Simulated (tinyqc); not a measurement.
Worked calculation: CCSD on RHF in the sto-3g basis, for H3-, spin multiplicity 1. The basis has no diffuse functions, so it cannot describe the extra electron: this is an exercise in the method, not the real anion. One step of it, computed by the program tinyqc.

Problem. CCSD: starting amplitudes. t_ij^ab = <ij||ab> / (e_i + e_j - e_a - e_b), whose energy is MP2.

orbital energies (hartree): MO1 -0.154286, MO2 0.188080, MO3 1.082335

Two-electron integrals over orbitals (pq|rs), unique and non-zero (hartree):
```
p,q,r,s,(pq|rs)
1,1,1,1,0.542333
2,1,2,1,0.162643
2,2,1,1,0.481107
2,2,2,2,0.528983
3,1,1,1,0.078790
3,1,2,2,-0.041424
3,1,3,1,0.136449
3,2,2,1,-0.141544
3,2,3,2,0.143360
3,3,1,1,0.567129
3,3,2,2,0.501545
3,3,3,1,0.094909
3,3,3,3,0.625695
```

Give: Starting amplitudes; correlation energy.

Solution.

Starting amplitudes (spin orbitals 1a, 1b, ...; amplitudes related by a flip of all spins are not repeated):
```
from,to,t
2a 2b,3a 3b,-0.0802
1a 1b,3a 3b,-0.0552
```

correlation energy = -0.019019 hartree
